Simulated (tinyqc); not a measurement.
Inside a calculation. Model: kinetic Monte Carlo and master equation for a particle on a ring of sites with traps and bias. Computed by tinyqc, a small Python program that keeps every step. Command: `OMP_NUM_THREADS=1 python tinyqc.py 3027469 3027470 out.jsonl kmc walk`. One thread of a shared host (Intel(R) Xeon(R) Processor @ 2.30GHz), about 0.08 s of CPU time with the checks. Intermediate numbers are printed to about 5 digits and carried at full precision; extremes and crossings named in words are read from the listed rows.

8 sites on a ring, numbered 1 to 8. The saddle between i and i+1 lies at E0 + s b_i and site i at s eps_i; a force F tilts the landscape, with the saddle half-way.

Inputs (values chosen for the exercise, for a model defect):

| quantity | value | unit |
|---|---|---|
| reference barrier E0 | 0.58 | eV |
| scale factor s of the disorder | 1 | - |
| attempt frequency nu | 17 | THz |
| temperature T | 610 | K |
| site spacing a | 3.1 | angstrom |
| force F along the ring | 0.00035 | eV/angstrom |
| seed of the random numbers | 730178 | - |

Disorder: random barriers.

site energies eps_i (eV): 0  0  0  0  0  0  0  0

saddle shifts b_i between sites i and i+1 (eV): -0.023  -0.048  0.032  -0.069  -0.039  -0.00062  -0.046  0.039

Constants: k_B = 8.617333262e-05 eV/K.

## Rate table

Rates: k(i to i+1) = nu exp(-(E0 + s b_i - s eps_i - F a/2)/(k_B T)), k(i to i-1) = nu exp(-(E0 + s b_(i-1) - s eps_i + F a/2)/(k_B T)). Share right = k right/(k right + k left); mean stay = 1/(k right + k left).

Rates, shares of right hops and mean stays:

| site | k right (1/s) | k left (1/s) | share right | mean stay (s) |
|---|---|---|---|---|
| 1 | 4.2957e+08 | 1.2937e+08 | 0.76855 | 1.7891e-09 |
| 2 | 6.9117e+08 | 4.2080e+08 | 0.62157 | 8.9931e-10 |
| 3 | 1.5088e+08 | 6.7705e+08 | 0.18224 | 1.2078e-09 |
| 4 | 1.0306e+09 | 1.4780e+08 | 0.87458 | 8.4862e-10 |
| 5 | 5.8241e+08 | 1.0095e+09 | 0.36585 | 6.2817e-10 |
| 6 | 2.8063e+08 | 5.7051e+08 | 0.32971 | 1.1749e-09 |
| 7 | 6.6536e+08 | 2.7490e+08 | 0.70764 | 1.0635e-09 |
| 8 | 1.3207e+08 | 6.5177e+08 | 0.16849 | 1.2758e-09 |

The particle stays longest on site 1, 2.8 times as long as on the quickest site.

## Twelve steps of the residence-time algorithm

Random numbers:

| step | r1 | r2 |
|---|---|---|
| 1 | 0.3585 | 0.6107 |
| 2 | 0.6408 | 0.9604 |
| 3 | 0.8299 | 0.7600 |
| 4 | 0.7246 | 0.3589 |
| 5 | 0.2621 | 0.5528 |
| 6 | 0.3117 | 0.1945 |
| 7 | 0.2990 | 0.2312 |
| 8 | 0.5914 | 0.2735 |
| 9 | 0.0359 | 0.1812 |
| 10 | 0.7444 | 0.7549 |
| 11 | 0.8831 | 0.5902 |
| 12 | 0.3766 | 0.7948 |

Start on site 1 at t = 0. Hop right if r1 is below the share right, else left; advance the clock by -ln(r2) times the mean stay.

Trajectory:

| step | site | hop | wait (s) | clock (s) | net hops |
|---|---|---|---|---|---|
| 1 | 1 | right | 8.8229e-10 | 8.8229e-10 | 1 |
| 2 | 2 | left | 3.6337e-11 | 9.1863e-10 | 0 |
| 3 | 1 | left | 4.9099e-10 | 1.4096e-09 | -1 |
| 4 | 8 | left | 1.3073e-09 | 2.7169e-09 | -2 |
| 5 | 7 | right | 6.3042e-10 | 3.3473e-09 | -1 |
| 6 | 8 | left | 2.0889e-09 | 5.4362e-09 | -2 |
| 7 | 7 | right | 1.5575e-09 | 6.9937e-09 | -1 |
| 8 | 8 | left | 1.6540e-09 | 8.6477e-09 | -2 |
| 9 | 7 | right | 1.8167e-09 | 1.0464e-08 | -1 |
| 10 | 8 | left | 3.5871e-10 | 1.0823e-08 | -2 |
| 11 | 7 | left | 5.6080e-10 | 1.1384e-08 | -3 |
| 12 | 6 | left | 2.6983e-10 | 1.1654e-08 | -4 |

## Steady state

Master equation dP/dt = W P, W_(i+1,i) = k right, W_(i-1,i) = k left, columns summing to zero. The steady state is its null vector; drift v = a sum P_i (k right - k left). D = a^2 lambda''(0)/2, where lambda(q) is the leading eigenvalue of W with right hops weighted by exp(q) and left hops by exp(-q). The slowest relaxation rate is minus the real part of the next eigenvalue of W. 1 angstrom = 1e-8 cm.

occupations P_i: 0.12360  0.12429  0.12571  0.12296  0.12473  0.12594  0.12568  0.12709

drift velocity v = 0.19692 cm/s

diffusivity D = 2.9580e-07 cm^2/s

slowest relaxation rate = 1.3392e+08 1/s

The Boltzmann occupations exp(-s eps_i/(k_B T))/Z differ from these by at most 0.0021: the current piles particles up in front of high saddles.

## Closed form at zero force

At zero force D0 = a^2 nu exp(-E0/(k_B T)) / [<exp(-s eps/(k_B T))> <exp(s b/(k_B T))>], with means over the ring; Einstein relation v = D0 F/(k_B T); 1 angstrom = 1e-8 cm.

zero-force diffusivity D0 = 2.9575e-07 cm^2/s

D0 over the value without disorder = 1.1212

Einstein drift = 0.19692 cm/s

F a/(k_B T) = 0.021; the true drift is 1.0000 times the Einstein value.

## Sampled drift against the exact one

400 independent walkers start on sites drawn with weights P_i (k right + k left), the steady shares of hops (random numbers not printed); the estimate is total displacement over total time, with its standard error from the spread between walkers.

Drift from sampling:

| hops per walker | estimate (cm/s) | standard error (cm/s) | deviation in standard errors |
|---|---|---|---|
| 10 | 0.04739 | 0.40122 | -0.3727 |
| 30 | -0.01005 | 0.20608 | -1.0043 |
| 100 | -0.09539 | 0.11866 | -2.4635 |
| 300 | 0.07489 | 0.06607 | -1.8470 |
| 1000 | 0.17829 | 0.03796 | -0.4908 |
| 3000 | 0.18401 | 0.02169 | -0.5956 |

The exact drift is 0.1969 cm/s. The standard error falls by a factor 3.13 from 100 to 1000 hops (sqrt10 = 3.16), and in the last row it is 11 % of the drift: a weak force is hard to see under thermal hops, which is why such runs use the Einstein relation instead.

Checks made by the program: closed form against the master equation at zero force (relative difference 1e-06).
